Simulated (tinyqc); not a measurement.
# Threshold-voltage variability of a planar MOSFET, analytic estimates: effects of single changes

Three independent sources add in quadrature: random dopants in the depleted layer, metal-gate grains of two orientations, and roughness of the two gate edges acting through the roll-off VT = VT(long) - Vr exp(-L/l). These are first-order estimates: no three-dimensional electrostatics, no percolation.

Parameters, values chosen for the exercise; material values close to those of silicon:
- T = 300 K (temperature)
- Eg = 1.14 eV (band gap)
- eps_r = 11.8 (relative permittivity of the semiconductor)
- Nc = 2.76e19 cm^-3 (conduction-band density of states at T)
- Nv = 2.62e19 cm^-3 (valence-band density of states at T)
- Na = 3.6e18 cm^-3 (channel doping)
- ti = 2.1 nm (oxide-equivalent thickness in inversion)
- L = 65 nm (gate length)
- W = 220 nm (gate width)
- G = 5 nm (metal grain size)
- dW = 0.3 eV (work-function difference of the two grain orientations)
- p = 0.5 (share of the orientation of higher work function)
- De = 1.4 nm (rms roughness of one gate edge)
- La = 15 nm (correlation length of the roughness)
- l = 14 nm (decay length of the threshold roll-off)
- Vr = 2 V (prefactor of the roll-off)

Constants: q = 1.602176634e-19 C, kB = 1.380649e-23 J/K, Vt = kB T/q, eps0 = 8.8541878128e-14 F/cm where lengths are in cm. Results are converted to the units shown.

Each table varies one quantity; the others keep the values above.

## Scaling length and width together

ni = sqrt(Nc Nv) exp(-Eg/(2 Vt)), Eg in volts; Cox = 3.9 eps0/ti; Wd = sqrt(4 eps0 eps_r Vt ln(Na/ni)/(q Na)); dopants: s1 = (q/Cox) sqrt(Na Wd/(3 L W)). Grains: Ng = L W/G^2 (at least 1), s2 = dW sqrt(p (1 - p)/Ng). Edges, with exponential correlation and u = W/La: the mean gate length has sL^2 = 2 De^2 (2/u)[1 - (1 - exp(-u))/u]; s3 = sL (Vr/l) exp(-L/l). s = sqrt(s1^2 + s2^2 + s3^2). l and Vr are held fixed. W = 3.384615385 L in every row; l is held fixed.

Scaling length and width together:
```
L (nm)	s1 (mV)	s2 (mV)	s3 (mV)	s (mV)	s sqrt(L W) (mV um)
42	19.23	9.706	6.118	22.39	1.730
52	15.53	7.840	2.722	17.61	1.684
63	12.82	6.471	1.136	14.40	1.669
78	10.35	5.227	0.3523	11.60	1.665
95	8.500	4.291	0.09531	9.523	1.664
120	6.729	3.397	0.01429	7.538	1.664
140	5.768	2.912	0.003179	6.461	1.664
```

As L goes from 42 to 140 nm, s falls from 22.4 to 6.46 mV. The dopants are the largest source in the first and the last row. The product s sqrt(L W) falls from 1.73 to 1.66 mV um: s1 and s2 go as 1/sqrt(L W), so the change comes from s3 alone.

## Effect of the correlation length of the roughness

Same model as above.

l and Vr are held fixed.

The same in every row: s1 (mV) = 12.42; s2 (mV) = 6.272.

Effect of the correlation length of the roughness:
```
La (nm)	s3 (mV)	s (mV)	s sqrt(L W) (mV um)
2	0.3656	13.92	1.665
5	0.5741	13.93	1.666
10	0.8024	13.94	1.667
20	1.107	13.96	1.669
40	1.486	14.00	1.674
80	1.887	14.04	1.679
160	2.220	14.09	1.685
```

What does the comparison show?

As La goes from 2 to 160 nm, s rises from 13.9 to 14.1 mV. The dopants are the largest source in the first and the last row. The edge term s3 rises from 0.366 to 2.22 mV: a longer correlation averages out less along the width.

## Effect of the oxide-equivalent thickness in inversion

Same model as above.

l and Vr are held fixed.

The same in every row: s2 (mV) = 6.272; s3 (mV) = 0.9709.

Results:
```
ti (nm)	s1 (mV)	s (mV)	s sqrt(L W) (mV um)
0.8	4.733	7.917	0.9467
1.2	7.099	9.522	1.139
1.6	9.466	11.40	1.363
2	11.83	13.43	1.606
2.4	14.20	15.55	1.860
3.2	18.93	19.97	2.388
```

Estimate the missing row, ti = 2.8 nm.

Computed row:
```
ti (nm)	s1 (mV)	s (mV)	s sqrt(L W) (mV um)
2.8	16.56	17.74	2.121
```

With this row back in the table: As ti goes from 0.8 to 3.2 nm, s rises from 7.92 to 20.0 mV. The largest source is the grains in the first row and the dopants in the last. s1 goes on average as ti^(1.00).

Program tinyqc, `OMP_NUM_THREADS=1 python tinyqc.py 2090049 2090050 out.jsonl`; Intel Xeon 2.30GHz, shared host, one thread, about 0.01 s.
